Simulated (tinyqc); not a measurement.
Hole doping of the spin-split valence bands: two-band massive Dirac model of the K valleys.

Basis (conduction, valence): H = [[D/2, a t (tau kx - i ky)], [a t (tau kx + i ky), -D/2 + lam tau sz]], valley tau = +/-1, spin sz = +/-1. The gap of a spin and valley is G = D - lam tau sz. Berry curvature Omega = curl of i<u|grad u>; for the conduction band Omega_c = -tau 2 a^2 t^2 G/(G^2 + 4 a^2 t^2 k^2)^(3/2), and Omega_v = -Omega_c.

Values chosen for the exercise (near those used for monolayer WS2; shifted at random, so the results belong to these values and not to a real crystal):
- a = 3.197 angstrom (lattice constant)
- D = 1.72 eV (gap parameter)
- t = 1.44 eV (effective hopping)
- lam = 0.197 eV (half the valence spin splitting)

The Fermi level lies E below the top of the valence band. kF for the upper and lower band of valley +1 from the two-band energy; each flavour holds kF^2/(4 pi) holes per area and both valleys count. Spin polarisation within one valley; Berry flux removed from valley +1, the sum of (1 - cos(theta_F))/2 with cos(theta_F) = G/sqrt(G^2 + 4 a^2 t^2 kF^2), in units of 2 pi.

Holes:
```
E (meV)  kF upper (1/angstrom)  kF lower  p (1e12/cm^2)  spin polarisation in a valley  flux/2 pi
49.2                    0.0604    0.0000           5.81                          1.000     0.0304
98.5                    0.0868    0.0000          11.99                          1.000     0.0573
197.0                   0.1264    0.0000          25.45                          1.000     0.1028
295.5                   0.1592    0.0000          40.35                          1.000     0.1398
374.3                   0.1831    0.0000          53.33                          1.000     0.1648
433.4                   0.2000    0.0603          69.46                          0.833     0.2011
591.0                   0.2428    0.1402         125.10                          0.500     0.3037
788.0                   0.2931    0.2073         205.13                          0.333     0.3999
```

Up to E = 2 lam = 394 meV, a density of 56.7e12/cm^2, only the upper band of this model is emptied and each valley is fully spin-polarised, oppositely in the two. Beyond it the polarisation falls, to 0.33 in the last row. The flux, times e^2/h, is in size the change of the Hall conductivity of one valley; the other valley cancels it in the charge current. Rows with kF above about 0.2 1/angstrom lie beyond the range of the model, and in real layers the valley at Gamma, close below in MoS2 and WS2, can take holes as well.

Program tinyqc; command `OMP_NUM_THREADS=1 python tinyqc.py 1451559 1451560 out.jsonl`; about 0.01 s on one thread of a shared Intel(R) Xeon(R) Processor @ 2.30GHz.
